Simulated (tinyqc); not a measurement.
# Bulk resistivity and mean free path from two films

Inverse problem. In the thick-film limit single-crystal films obey rho = rho0 (1 + 3 (1 - ps) lam/(8 d)). Find rho0, lam and the product rho0 lam.

Parameters, values chosen for the exercise:
- ps = 0 (specular share of surface scattering)

rho at d = 70 and 230 nm (uohm cm): 1.9688071  1.7331152

Answer. rho is a straight line in 1/d: the intercept is rho0 and the slope (3/8)(1 - ps) rho0 lam. Without ps only the product (1 - ps) lam could be found.

rho0 = 1.63 uohm cm
lam = 38.8 nm
rho0 lam = 63.2 uohm cm nm

Computed by the program tinyqc: `OMP_NUM_THREADS=1 python tinyqc.py 2100162 2100163 out.jsonl`, one thread of a shared Intel Xeon 2.30GHz, about 0.01 s for the whole run.
